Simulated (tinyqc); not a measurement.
# Level and width from two currents at zero temperature

Question. In a resonant-tunnelling diode at zero temperature a sharp resonance at Er = E0 - alpha V between the emitter band edge and Ef carries J = K (pi/2) G Tp (Ef - Er), K = q^3 mw m0/(2 pi^2 hbar^3) (times 1e-4 for A/cm^2 per eV^2), with G its full width and Tp its peak transmission, G Tp taken as constant, and no back flow. Find G Tp and E0.

Values chosen for this exercise; masses and offsets of a made-up heterostructure: mass in the well, spacer and contacts mw = 0.047 m0; Fermi energy of both contacts above their band edges Ef = 0.043 eV; share of the bias at the well alpha = 0.37.

Constants: q = 1.602176634e-19 C, hbar = 1.054571817e-34 J s, m0 = 9.1093837015e-31 kg. Results are converted to the units shown.

J at V = 0.056 and 0.14 V (kA/cm^2): [41.871942, 261.69964]

Solution. J is linear in V: the slope gives G Tp, and the onset V0, where the line meets zero, gives E0 = Ef + alpha V0.

G Tp = 5.920 meV
E0 = 0.05780 eV

tinyqc, about 0.4 s, one thread, Intel Xeon 2.30GHz (shared host): `OMP_NUM_THREADS=1 python tinyqc.py 2600006 2600007 out.jsonl`
